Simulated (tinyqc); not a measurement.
# Segment and feed resistance from two drops

Inverse problem. A rail is fed at one end through Rq; K loads of Ij follow, each after a segment Rs. The drop at load j is K Ij Rq + Rs Ij sum_(l=1..j) (K - l + 1). Find Rs, Rq and the worst drop, at the middle, if the rail were fed through Rq at both ends: K Ij Rq/2 + Rs Ij K^2/8 with the load taken as continuous.

Parameters, values chosen for the exercise: number of equal loads K = 24; current of each load Ij = 1.2 mA.

drops at the first and at the last load (mV): 4.3776000  37.497600

Solution. The difference of the two drops is Rs Ij K (K - 1)/2, which gives Rs; the first drop then gives Rq.

Rs = 0.100 ohm
Rq = 0.0520 ohm
drop at the middle with two feeds = 9.39 mV

Program tinyqc, `OMP_NUM_THREADS=1 python tinyqc.py 2770124 2770125 out.jsonl`; Intel Xeon 2.30GHz, shared host, one thread, about 0.1 s.
